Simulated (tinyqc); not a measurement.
RHF in the sto-3g basis, for BeH2, spin multiplicity 1, step by step (part 1 of 2). Computed by tinyqc, a small Python program that keeps every step (integrals from PySCF). Settings: charge = 0, multiplicity = 1, basis = sto-3g, energy threshold = 1e-08, iteration cap = 63, orthogonalisation = symmetric, start = core, DIIS depth = 3, DIIS from iteration = 2, method = RHF. Command: `OMP_NUM_THREADS=1 python tinyqc.py 22204 22205 out.jsonl` (the two numbers bound the seeds that draw the settings). One thread of a shared host (Intel(R) Xeon(R) Processor @ 2.60GHz), about 0.09 s of CPU time with the checks. Later iterations appear only in the table of the cycle.

## One-electron integrals

Geometry (angstrom):

| atom | x | y | z |
|---|---|---|---|
| Be | 0.000000 | 0.000000 | 0.000000 |
| H | 0.000000 | 1.861000 | 0.106000 |
| H | 0.000000 | -1.839000 | 0.104000 |

Basis sto-3g: exponents (1/bohr^2) and contraction coefficients of normalised primitives:

| element | l (shell) | exponent | coefficient |
|---|---|---|---|
| Be | s (1) | 30.167871 | 0.154329 |
| Be | s (1) | 5.495115 | 0.535328 |
| Be | s (1) | 1.487193 | 0.444635 |
| Be | s (2) | 1.314833 | -0.099967 |
| Be | s (2) | 0.305539 | 0.399513 |
| Be | s (2) | 0.099371 | 0.700115 |
| Be | p (3) | 1.314833 | 0.155916 |
| Be | p (3) | 0.305539 | 0.607684 |
| Be | p (3) | 0.099371 | 0.391957 |
| H | s (1) | 3.425251 | 0.154329 |
| H | s (1) | 0.623914 | 0.535328 |
| H | s (1) | 0.168855 | 0.444635 |

Overlap, kinetic and nuclear-attraction integrals over the contracted functions; the nuclear repulsion is the sum of Za Zb / Rab.

nuclear repulsion = 2.42775892 hartree

overlap S:
```
           1Be 1s    1Be 2s   1Be 2px    1Be 2py   1Be 2pz     2H 1s      3H 1s
1Be 1s   1.000000  0.259517  0.000000   0.000000  0.000000  0.021881   0.022997
1Be 2s   0.259517  1.000000  0.000000   0.000000  0.000000  0.271568   0.278342
1Be 2px  0.000000  0.000000  1.000000   0.000000  0.000000  0.000000   0.000000
1Be 2py  0.000000  0.000000  0.000000   1.000000  0.000000  0.354701  -0.361952
1Be 2pz  0.000000  0.000000  0.000000   0.000000  1.000000  0.020203   0.020469
2H 1s    0.021881  0.271568  0.000000   0.354701  0.020203  1.000000   0.003734
3H 1s    0.022997  0.278342  0.000000  -0.361952  0.020469  0.003734   1.000000
```

kinetic energy T (hartree):
```
            1Be 1s     1Be 2s   1Be 2px    1Be 2py   1Be 2pz      2H 1s      3H 1s
1Be 1s    6.693975  -0.033012  0.000000   0.000000  0.000000  -0.006743  -0.006995
1Be 2s   -0.033012   0.211111  0.000000   0.000000  0.000000   0.013394   0.014807
1Be 2px   0.000000   0.000000  0.660592   0.000000  0.000000   0.000000   0.000000
1Be 2py   0.000000   0.000000  0.000000   0.660592  0.000000   0.062180  -0.065826
1Be 2pz   0.000000   0.000000  0.000000   0.000000  0.660592   0.003542   0.003723
2H 1s    -0.006743   0.013394  0.000000   0.062180  0.003542   0.760032  -0.002151
3H 1s    -0.006995   0.014807  0.000000  -0.065826  0.003723  -0.002151   0.760032
```

nuclear attraction V (hartree):
```
             1Be 1s     1Be 2s    1Be 2px    1Be 2py    1Be 2pz      2H 1s      3H 1s
1Be 1s   -15.132277  -2.047478   0.000000   0.000224  -0.001067  -0.171300  -0.180145
1Be 2s    -2.047478  -2.876386   0.000000   0.001844  -0.010762  -0.665952  -0.686992
1Be 2px    0.000000   0.000000  -2.813879   0.000000   0.000000   0.000000   0.000000
1Be 2py    0.000224   0.001844   0.000000  -2.944288   0.000071  -0.844248   0.867349
1Be 2pz   -0.001067  -0.010762   0.000000   0.000071  -2.814299  -0.048648  -0.049627
2H 1s     -0.171300  -0.665952   0.000000  -0.844248  -0.048648  -2.504343  -0.011664
3H 1s     -0.180145  -0.686992   0.000000   0.867349  -0.049627  -0.011664  -2.517844
```

core Hamiltonian H = T + V (hartree):
```
            1Be 1s     1Be 2s    1Be 2px    1Be 2py    1Be 2pz      2H 1s      3H 1s
1Be 1s   -8.438302  -2.080490   0.000000   0.000224  -0.001067  -0.178042  -0.187141
1Be 2s   -2.080490  -2.665276   0.000000   0.001844  -0.010762  -0.652558  -0.672185
1Be 2px   0.000000   0.000000  -2.153287   0.000000   0.000000   0.000000   0.000000
1Be 2py   0.000224   0.001844   0.000000  -2.283696   0.000071  -0.782068   0.801524
1Be 2pz  -0.001067  -0.010762   0.000000   0.000071  -2.153707  -0.045106  -0.045904
2H 1s    -0.178042  -0.652558   0.000000  -0.782068  -0.045106  -1.744311  -0.013815
3H 1s    -0.187141  -0.672185   0.000000   0.801524  -0.045904  -0.013815  -1.757812
```

## Two-electron integrals

Functions are numbered as in S; the eight-fold symmetry (ij|kl) = (ji|kl) = (kl|ij) leaves the list below.

Two-electron integrals (ij|kl) in chemists' order, unique and non-zero (hartree):
```
(11|11) 2.298831    (21|11) 0.392036    (21|21) 0.079539    (22|11) 0.570988
(22|21) 0.143041    (22|22) 0.417683    (31|31) 0.014607    (32|31) 0.021888
(32|32) 0.092265    (33|11) 0.569578    (33|21) 0.143083    (33|22) 0.417589
(33|33) 0.449859    (41|41) 0.014607    (42|41) 0.021888    (42|42) 0.092265
(43|43) 0.024249    (44|11) 0.569578    (44|21) 0.143083    (44|22) 0.417589
(44|33) 0.401360    (44|44) 0.449859    (51|51) 0.014607    (52|51) 0.021888
(52|52) 0.092265    (53|53) 0.024249    (54|54) 0.024249    (55|11) 0.569578
(55|21) 0.143083    (55|22) 0.417589    (55|33) 0.401360    (55|44) 0.401360
(55|55) 0.449859    (61|11) 0.032566    (61|21) 0.006606    (61|22) 0.011998
(61|33) 0.011921    (61|41) 0.000600    (61|42) 0.001131    (61|44) 0.012156
(61|51) 0.000034    (61|52) 0.000064    (61|54) 0.000013    (61|55) 0.011922
(61|61) 0.000576    (62|11) 0.109238    (62|21) 0.027928    (62|22) 0.093170
(62|33) 0.089323    (62|41) 0.003559    (62|42) 0.024730    (62|44) 0.100731
(62|51) 0.000203    (62|52) 0.001409    (62|54) 0.000650    (62|55) 0.089360
(62|61) 0.002571    (62|62) 0.036133    (63|31) 0.002116    (63|32) 0.010855
(63|43) 0.003911    (63|53) 0.000223    (63|63) 0.002633    (64|11) 0.129736
(64|21) 0.033475    (64|22) 0.116315    (64|33) 0.109653    (64|41) 0.005584
(64|42) 0.037790    (64|44) 0.129472    (64|51) 0.000198    (64|52) 0.001534
(64|54) 0.000906    (64|55) 0.109691    (64|61) 0.003170    (64|62) 0.050330
(64|64) 0.071284    (65|11) 0.007390    (65|21) 0.001907    (65|22) 0.006625
(65|33) 0.006246    (65|41) 0.000198    (65|42) 0.001534    (65|44) 0.006929
(65|51) 0.002127    (65|52) 0.010942    (65|54) 0.003950    (65|55) 0.006693
(65|61) 0.000181    (65|62) 0.002867    (65|64) 0.003910    (65|65) 0.002856
(66|11) 0.283621    (66|21) 0.073559    (66|22) 0.275464    (66|33) 0.257535
(66|41) 0.009161    (66|42) 0.086582    (66|44) 0.310748    (66|51) 0.000522
(66|52) 0.004932    (66|54) 0.003031    (66|55) 0.257708    (66|61) 0.006808
(66|62) 0.145831    (66|64) 0.212439    (66|65) 0.012100    (66|66) 0.774606
(71|11) 0.034240    (71|21) 0.006945    (71|22) 0.012610    (71|33) 0.012530
(71|41) -0.000628   (71|42) -0.001184   (71|44) 0.012777    (71|51) 0.000035
(71|52) 0.000067    (71|54) -0.000014   (71|55) 0.012531    (71|61) 0.000551
(71|62) 0.002279    (71|64) 0.002671    (71|65) 0.000163    (71|66) 0.006019
(71|71) 0.000637    (72|11) 0.112877    (72|21) 0.028851    (72|22) 0.096035
(72|33) 0.092080    (72|41) -0.003682   (72|42) -0.025448   (72|44) 0.103809
(72|51) 0.000208    (72|52) 0.001439    (72|54) -0.000663   (72|55) 0.092118
(72|61) 0.002239    (72|62) 0.016398    (72|64) 0.019472    (72|65) 0.001300
(72|66) 0.048089    (72|71) 0.002791    (72|72) 0.038055    (73|31) 0.002209
(73|32) 0.011281    (73|43) -0.004042   (73|53) 0.000229    (73|63) 0.000822
(73|73) 0.002807    (74|11) -0.133389   (74|21) -0.034415   (74|22) -0.119374
(74|33) -0.112515   (74|41) 0.005787    (74|42) 0.038917    (74|44) -0.132921
(74|51) -0.000202   (74|52) -0.001563   (74|54) 0.000925    (74|55) -0.112555
(74|61) -0.002609   (74|62) -0.019359   (74|64) -0.022806   (74|65) -0.001517
(74|66) -0.057337   (74|71) -0.003427   (74|72) -0.052838   (74|74) 0.074643
(75|11) 0.007543    (75|21) 0.001946    (75|22) 0.006751    (75|33) 0.006363
(75|41) -0.000202   (75|42) -0.001563   (75|44) 0.007060    (75|51) 0.002220
(75|52) 0.011369    (75|54) -0.004082   (75|55) 0.006822    (75|61) 0.000158
(75|62) 0.001288    (75|64) 0.001510    (75|65) 0.000922    (75|66) 0.003815
(75|71) 0.000194    (75|72) 0.002988    (75|74) -0.004063   (75|75) 0.003037
(76|11) 0.002296    (76|21) 0.000568    (76|22) 0.001612    (76|33) 0.001598
(76|41) 7.78e-07    (76|42) 4.41e-06    (76|44) 0.001638    (76|51) 0.000010
(76|52) 0.000050    (76|54) 1.90e-07    (76|55) 0.001600    (76|61) 0.000048
(76|62) 0.000367    (76|64) 0.000461    (76|65) 0.000032    (76|66) 0.001098
(76|71) 0.000050    (76|72) 0.000375    (76|74) -0.000469   (76|75) 0.000033
(76|76) 0.000006    (77|11) 0.286990    (77|21) 0.074429    (77|22) 0.278249
(77|33) 0.259979    (77|41) -0.009372   (77|42) -0.087970   (77|44) 0.314221
(77|51) 0.000530    (77|52) 0.004975    (77|54) -0.003068   (77|55) 0.260153
(77|61) 0.005788    (77|62) 0.047042    (77|64) 0.056389    (77|65) 0.003768
(77|66) 0.143021    (77|71) 0.007246    (77|72) 0.149979    (77|74) -0.217942
(77|75) 0.012325    (77|76) 0.001098    (77|77) 0.774606
```

## Orthogonalisation

S = U s U^T; symmetric (Loewdin) form X = U s^(-1/2) U^T, so that X^T S X = 1.

eigenvalues of S: 0.491029  0.547760  0.964705  1.000000  1.007199  1.483377  1.505929

X:
```
            1Be 1s     1Be 2s   1Be 2px    1Be 2py    1Be 2pz      2H 1s      3H 1s
1Be 1s    1.028077  -0.145147  0.000000   0.000247  -0.000685   0.018581   0.018916
1Be 2s   -0.145147   1.094908  0.000000  -0.002389   0.004887  -0.154000  -0.159290
1Be 2px   0.000000   0.000000  1.000000   0.000000   0.000000   0.000000   0.000000
1Be 2py   0.000247  -0.002389  0.000000   1.119767  -0.000133  -0.213442   0.218908
1Be 2pz  -0.000685   0.004887  0.000000  -0.000133   1.000350  -0.011141  -0.011384
2H 1s     0.018581  -0.154000  0.000000  -0.213442  -0.011141   1.090445  -0.029207
3H 1s     0.018916  -0.159290  0.000000   0.218908  -0.011384  -0.029207   1.095176
```

## Starting guess

The start is the orbitals of the core Hamiltonian; D = 2 C_occ C_occ^T.

D at the start:
```
            1Be 1s     1Be 2s   1Be 2px    1Be 2py    1Be 2pz      2H 1s      3H 1s
1Be 1s    2.146277  -0.562543  0.000000  -0.000359  -0.035490   0.012864   0.011880
1Be 2s   -0.562543   2.151255  0.000000   0.002042   0.146696  -0.017874  -0.012885
1Be 2px   0.000000   0.000000  0.000000   0.000000   0.000000   0.000000   0.000000
1Be 2py  -0.000359   0.002042  0.000000   2.145379   0.001148  -0.111708   0.106661
1Be 2pz  -0.035490   0.146696  0.000000   0.001148   0.010008  -0.001260  -0.000816
2H 1s     0.012864  -0.017874  0.000000  -0.111708  -0.001260   0.005997  -0.005412
3H 1s     0.011880  -0.012885  0.000000   0.106661  -0.000816  -0.005412   0.005417
```

## Iteration 1: building the Fock matrix

J_ij = sum D_kl (ij|kl), K_ij = sum D_kl (ik|jl); F = H + J - 0.5 K; E = tr D H + tr D J / 2 - 0.25 tr D K + E_nn.

Coulomb J (hartree):
```
           1Be 1s    1Be 2s   1Be 2px    1Be 2py   1Be 2pz     2H 1s      3H 1s
1Be 1s   6.889454  1.352651  0.000000   0.000038  0.005284  0.113178   0.118974
1Be 2s   1.352651  2.809640  0.000000   0.000034  0.024766  0.605114   0.624361
1Be 2px  0.000000  0.000000  2.774368   0.000000  0.000000  0.000000   0.000000
1Be 2py  0.000038  0.000034  0.000000   2.869547  0.000043  0.749077  -0.769540
1Be 2pz  0.005284  0.024766  0.000000   0.000043  2.774834  0.044733   0.045664
2H 1s    0.113178  0.605114  0.000000   0.749077  0.044733  1.729123   0.011090
3H 1s    0.118974  0.624361  0.000000  -0.769540  0.045664  0.011090   1.749293
```

exchange K (hartree):
```
           1Be 1s    1Be 2s   1Be 2px    1Be 2py   1Be 2pz      2H 1s      3H 1s
1Be 1s   4.696414  0.830993  0.000000   0.000050  0.003516   0.078092   0.081945
1Be 2s   0.830993  1.092072  0.000000   0.000114  0.068069   0.257321   0.266876
1Be 2px  0.000000  0.000000  0.255190   0.000000  0.000000   0.000000   0.000000
1Be 2py  0.000050  0.000114  0.000000   1.112292  0.000404   0.284822  -0.294873
1Be 2pz  0.003516  0.068069  0.000000   0.000404  0.259402   0.018276   0.018712
2H 1s    0.078092  0.257321  0.000000   0.284822  0.018276   0.182267  -0.004415
3H 1s    0.081945  0.266876  0.000000  -0.294873  0.018712  -0.004415   0.194973
```

Fock matrix F (hartree):
```
            1Be 1s     1Be 2s   1Be 2px    1Be 2py    1Be 2pz      2H 1s      3H 1s
1Be 1s   -3.897055  -1.143336  0.000000   0.000237   0.002459  -0.103911  -0.109139
1Be 2s   -1.143336  -0.401672  0.000000   0.001821  -0.020032  -0.176105  -0.181261
1Be 2px   0.000000   0.000000  0.493486   0.000000   0.000000   0.000000   0.000000
1Be 2py   0.000237   0.001821  0.000000   0.029705  -0.000088  -0.175402   0.179420
1Be 2pz   0.002459  -0.020032  0.000000  -0.000088   0.491427  -0.009511  -0.009596
2H 1s    -0.103911  -0.176105  0.000000  -0.175402  -0.009511  -0.106322  -0.000517
3H 1s    -0.109139  -0.181261  0.000000   0.179420  -0.009596  -0.000517  -0.106006
```

total energy of this density = -14.50600939 hartree

## Iteration 1: diagonalisation and new density

Diagonalise F' = X^T F X, C = X C', fill 3 alpha and 3 beta electrons from the bottom; D = 2 C_occ C_occ^T. Each column has its largest component positive (the first on a tie).

F' = X^T F X (hartree):
```
           1          2         3          4          5          6          7
1  -3.792551  -0.645618  0.000000   0.000415   0.003811   0.013300   0.012477
2  -0.645618  -0.092723  0.000000  -0.001303  -0.013835  -0.149054  -0.154614
3   0.000000   0.000000  0.493486   0.000000   0.000000   0.000000   0.000000
4   0.000415  -0.001303  0.000000   0.199175  -0.000295  -0.217886   0.224231
5   0.003811  -0.013835  0.000000  -0.000295   0.492007  -0.012400  -0.012694
6   0.013300  -0.149054  0.000000  -0.217886  -0.012400   0.008185  -0.030291
7   0.012477  -0.154614  0.000000   0.224231  -0.012694  -0.030291   0.015093
```

orbital energies (hartree): MO1 -3.902058, MO2 -0.217282, MO3 -0.201671, MO4 0.214361, MO5 0.443088, MO6 0.492748, MO7 0.493486

coefficients C:
```
               MO1        MO2        MO3        MO4        MO5        MO6       MO7
1Be 1s    0.989399  -0.196487  -0.017554  -0.246624   0.006526   0.004544  0.000000
1Be 2s    0.039108   0.582056   0.053391   0.961725  -0.029259  -0.008338  0.000000
1Be 2px   0.000000   0.000000   0.000000   0.000000   0.000000   0.000000  1.000000
1Be 2py  -0.000127  -0.044265   0.445175   0.026948   1.070698  -0.010039  0.000000
1Be 2pz  -0.000240   0.023558   0.002348   0.008979   0.008768   1.000130  0.000000
2H 1s    -0.004213   0.399235   0.535817  -0.638201  -0.636654  -0.023047  0.000000
3H 1s    -0.004286   0.488014  -0.445769  -0.611587   0.679615  -0.035264  0.000000
```

D after iteration 1:
```
            1Be 1s     1Be 2s   1Be 2px    1Be 2py    1Be 2pz      2H 1s      3H 1s
1Be 1s    2.035652  -0.153219  0.000000   0.001515  -0.009816  -0.184036  -0.184608
1Be 2s   -0.153219   0.686340  0.000000  -0.004003   0.027656   0.521641   0.520167
1Be 2px   0.000000   0.000000  0.000000   0.000000   0.000000   0.000000   0.000000
1Be 2py   0.001515  -0.004003  0.000000   0.400280   0.000005   0.441721  -0.440093
1Be 2pz  -0.009816   0.027656  0.000000   0.000005   0.001121   0.021328   0.020902
2H 1s    -0.184036   0.521641  0.000000   0.441721   0.021328   0.893012  -0.088000
3H 1s    -0.184608   0.520167  0.000000  -0.440093   0.020902  -0.088000   0.873771
```

## Iteration 2: building the Fock matrix

As before.

Coulomb J (hartree):
```
            1Be 1s     1Be 2s   1Be 2px    1Be 2py    1Be 2pz     2H 1s      3H 1s
1Be 1s    6.123062   1.174090  0.000000  -0.000406   0.002790  0.098214   0.103297
1Be 2s    1.174090   2.458061  0.000000  -0.001742   0.020007  0.603981   0.621432
1Be 2px   0.000000   0.000000  2.396602   0.000000   0.000000  0.000000   0.000000
1Be 2py  -0.000406  -0.001742  0.000000   2.570378  -0.000001  0.778205  -0.797202
1Be 2pz   0.002790   0.020007  0.000000  -0.000001   2.397147  0.045597   0.046393
2H 1s     0.098214   0.603981  0.000000   0.778205   0.045597  2.120917   0.009767
3H 1s     0.103297   0.621432  0.000000  -0.797202   0.046393  0.009767   2.126364
```

exchange K (hartree):
```
            1Be 1s     1Be 2s   1Be 2px    1Be 2py    1Be 2pz      2H 1s      3H 1s
1Be 1s    4.611486   0.812853  0.000000   0.000011  -0.000763   0.068229   0.071764
1Be 2s    0.812853   0.724966  0.000000  -0.006189   0.031336   0.421880   0.429983
1Be 2px   0.000000   0.000000  0.129243   0.000000   0.000000   0.000000   0.000000
1Be 2py   0.000011  -0.006189  0.000000   0.706515  -0.000146   0.500890  -0.508567
1Be 2pz  -0.000763   0.031336  0.000000  -0.000146   0.130897   0.027105   0.027289
2H 1s     0.068229   0.421880  0.000000   0.500890   0.027105   1.082818  -0.009846
3H 1s     0.071764   0.429983  0.000000  -0.508567   0.027289  -0.009846   1.079314
```

Fock matrix F (hartree):
```
            1Be 1s     1Be 2s   1Be 2px    1Be 2py    1Be 2pz      2H 1s      3H 1s
1Be 1s   -4.620983  -1.312826  0.000000  -0.000187   0.002104  -0.113942  -0.119725
1Be 2s   -1.312826  -0.569697  0.000000   0.003197  -0.006423  -0.259517  -0.265745
1Be 2px   0.000000   0.000000  0.178694   0.000000   0.000000   0.000000   0.000000
1Be 2py  -0.000187   0.003197  0.000000  -0.066575   0.000142  -0.254308   0.258606
1Be 2pz   0.002104  -0.006423  0.000000   0.000142   0.177991  -0.013061  -0.013156
2H 1s    -0.113942  -0.259517  0.000000  -0.254308  -0.013061  -0.164803   0.000875
3H 1s    -0.119725  -0.265745  0.000000   0.258606  -0.013156   0.000875  -0.171105
```

total energy of this density = -15.40064034 hartree

## Iteration 2: diagonalisation and new density

As before.

F' = X^T F X (hartree):
```
           1          2         3          4          5          6          7
1  -4.510578  -0.708798  0.000000  -0.000211   0.001287   0.024420   0.023312
2  -0.708798  -0.201702  0.000000   0.000027   0.001929  -0.216323  -0.221126
3   0.000000   0.000000  0.178694   0.000000   0.000000   0.000000   0.000000
4  -0.000211   0.000027  0.000000   0.149071  -0.000039  -0.286725   0.291504
5   0.001287   0.001929  0.000000  -0.000039   0.178646  -0.014755  -0.014907
6   0.024420  -0.216323  0.000000  -0.286725  -0.014755  -0.004385  -0.034256
7   0.023312  -0.221126  0.000000   0.291504  -0.014907  -0.034256  -0.003998
```

orbital energies (hartree): MO1 -4.624232, MO2 -0.375510, MO3 -0.323408, MO4 0.175206, MO5 0.178694, MO6 0.252208, MO7 0.502789

coefficients C:
```
               MO1        MO2        MO3        MO4       MO5        MO6        MO7
1Be 1s    0.992165  -0.208757  -0.012708   0.054001  0.000000  -0.218300   0.003071
1Be 2s    0.029452   0.658914   0.041902  -0.211461  0.000000   0.887266  -0.016189
1Be 2px   0.000000   0.000000   0.000000   0.000000  1.000000   0.000000   0.000000
1Be 2py  -0.000017  -0.030564   0.500414  -0.001266  0.000000   0.009606   1.046861
1Be 2pz  -0.000269   0.016230   0.001095   0.972304  0.000000   0.235235  -0.001422
2H 1s    -0.003715   0.366211   0.482959   0.126074  0.000000  -0.653419  -0.670405
3H 1s    -0.003759   0.420964  -0.432656   0.124644  0.000000  -0.641545   0.694631
```

D after iteration 2:
```
            1Be 1s     1Be 2s   1Be 2px    1Be 2py    1Be 2pz      2H 1s      3H 1s
1Be 1s    2.056265  -0.217728  0.000000   0.000007  -0.007339  -0.172545  -0.172220
1Be 2s   -0.217728   0.873581  0.000000   0.001658   0.021465   0.522858   0.518278
1Be 2px   0.000000   0.000000  0.000000   0.000000   0.000000   0.000000   0.000000
1Be 2py   0.000007   0.001658  0.000000   0.502698   0.000104   0.460974  -0.458746
1Be 2pz  -0.007339   0.021465  0.000000   0.000104   0.000529   0.012947   0.012719
2H 1s    -0.172545   0.522858  0.000000   0.460974   0.012947   0.734746  -0.109558
3H 1s    -0.172220   0.518278  0.000000  -0.458746   0.012719  -0.109558   0.728832
```
